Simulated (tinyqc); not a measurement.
## Slope factor and drain-induced lowering from three currents

Inverse problem. With source and body at 0 V, I = A exp((Vg + dd Vd)/(nf Vt)) (1 - exp(-Vd/Vt)). Find nf, the swing nf Vt ln 10 and dd.

Parameters, values chosen for the exercise:

| symbol | value | unit | meaning |
|---|---|---|---|
| T | 398 | K | temperature |

Constants: q = 1.602176634e-19 C, kB = 1.380649e-23 J/K, Vt = kB T/q. Results are converted to the units shown.

currents at (Vg, Vd) = (0, 0.05), (0, 1) and (0.07, 1) V (nA/um): 0.30103891  4.2593184  16.457181

Solution. The pair at equal Vd gives nf; the pair at equal Vg, after dividing out the factors 1 - exp(-Vd/Vt), gives dd.

nf = 1.51
swing = 119 mV/decade
dd = 0.130

Computed by the program tinyqc: `OMP_NUM_THREADS=1 python tinyqc.py 2242108 2242109 out.jsonl`, one thread of a shared Intel Xeon 2.30GHz, about 0.03 s for the whole run.
